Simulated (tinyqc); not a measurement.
Inside a calculation: Wannier functions of a composite (isolated) pair of valence bands (bonds of an sp chain). Values are carried at full precision from step to step, so a last printed digit may differ when a step is redone from the rounded ones.

Each atom has a hybrid pointing left (<) and right (>). H(k): diagonal +V3 on A, -V3 on B; <A<|A>> = -V1a, <B<|B>> = -V1b, <A>|B<> = -V2, <B>|A<> = -V2p exp(ik); k in 1/a, Bloch sums with exp(ikR). The two lowest bands are filled. Trial functions in cell 0: g1 = cos(c) A> + sin(c) B<, and g2 = sin(c) B> + cos(c) A< of cell 1, whose Bloch vector has cos(c) exp(-ik) on A<. Projection A_mn = <psi_m|g_n>, S = A^+ A, Loewdin U = A S^(-1/2), Bloch-like states w_n = sum_m psi_m U_mn, H_W(k) = U^+ diag(E) U. P = sum_m |psi_m><psi_m| is free of phase choices, and S = g^+ P g, w = P g S^(-1/2).

Parameters, chosen for this exercise:
- V2 = 3.47 eV (coupling in the bond A-B inside the cell)
- V2p = 3.46 eV (coupling in the bond to the next cell)
- V1a = 1.02 eV (coupling of the two hybrids on A)
- V1b = 1.78 eV (the same on B)
- V3 = 0.81 eV (A at +V3, B at -V3)
- j = 2 (mesh point, k = 2 pi j/N)
- N = 4 (k points)
- c = 65 degrees (trial bonds cos(c) on A, sin(c) on B)
- xb = 0.5 a (position of B (A at 0))

## H at one mesh point

Fill in the matrix.

H(k) (eV), lower triangle:
```
         A<       A>       B<       B>
A<   0.8100
A>  -1.0200   0.8100
B<        0  -3.4700  -0.8100
B>   3.4600        0  -1.7800  -0.8100
```

## Levels and the projector on the filled bands

Diagonalise; P = sum over the two lowest states of |psi><psi|.

levels (eV): -4.4898  -3.1349  3.7296  3.8950

P, lower triangle:
```
         A<       A>      B<      B>
A<   0.4074
A>   0.1764   0.4077
B<   0.0357   0.4573  0.5923
B>  -0.4572  -0.0357  0.1764  0.5926
```

The filled states put 1.630 electrons on A and 2.370 on B at this k.

## Loewdin orthogonalisation

The trial vectors are the columns g1 = (0, cos c, sin c, 0), g2 = (cos c exp(-ik), 0, 0, sin c), k = 2 pi j/N. Form S = g^+ P g, its eigenvalues, S^(-1/2), and w = P g S^(-1/2).

S:
```
        1       2
1  0.9096  0.0861
2  0.0861  0.9098
```

eigenvalues of S: 0.8236  0.9958

S^(-1/2):
```
         1        2
1   1.0520  -0.0499
2  -0.0499   1.0520
```

w:
```
         1        2
A<  0.1417  -0.6224
A>  0.6226  -0.1417
B<  0.7609   0.1159
B>  0.1159   0.7610
```

The combinations of the trial bonds that diagonalise S lie 82.4 to 99.6 % inside the filled space; an eigenvalue near zero would mark a poor choice.

## The Hamiltonian in the new basis

H_W = w^+ H w; its eigenvalues must be the two filled levels.

H_W(k) (eV):
```
        1       2
1  -3.817  -0.677
2  -0.677  -3.807
```

eigenvalues (eV): -4.490  -3.135

## Hoppings between the Wannier functions

H_mn(R) = (1/N) sum_k exp(-ikR) H_W,mn(k), the coupling of function m in cell 0 to function n in cell R.

H(R) (eV):
```
R        11       12       21       22
-1   0.0587  -0.3948  -0.0095   0.0587
0   -3.7048  -1.0711  -1.0711  -3.6950
1    0.0587  -0.0095  -0.3948   0.0587
2    0.0050  -0.0106  -0.0106   0.0050
```

The bond levels are -3.705 and -3.695 eV, against -sqrt(V2^2 + V3^2) = -3.563 and -3.554 for isolated bonds. Neighbouring bonds couple by -1.071 eV through B; the bond-orbital estimate is -V1b (1 + ap)/2 = -1.093 with the mean V2 in ap = V3/sqrt(V2^2 + V3^2).

## The functions in real space

w_n(R) = (1/N) sum_k exp(ikR) w_n(k); point-like hybrids at R (A) and R + xb (B) give centres and spreads.

Function 1:
```
R        A<       A>       B<       B>
-1   0.0018   0.0159  -0.0024  -0.0429
0    0.0559   0.6218   0.7702   0.0770
1   -0.0929  -0.0163   0.0127   0.0010
2   -0.0053   0.0004   0.0010  -0.0029
```

centres (a): 1 0.3076, 2 0.6923

spreads (a^2): 1 0.0653, 2 0.0653

Function 1 has 98.0 % of its weight on the two hybrids of its bond. Its centre lies +0.0576 a from the middle of the bond, towards B, the atom with the lower level.

## Checks

- Eigenvalues of H_W against the filled levels: they agree to 1e-10 or better.
- W^+ w against the unit matrix: they agree to 1e-10 or better.

tinyqc: `OMP_NUM_THREADS=1 python tinyqc.py 1481709 1481710 out.jsonl`; about 0.2 s, one thread, shared Intel(R) Xeon(R) Processor @ 2.30GHz.
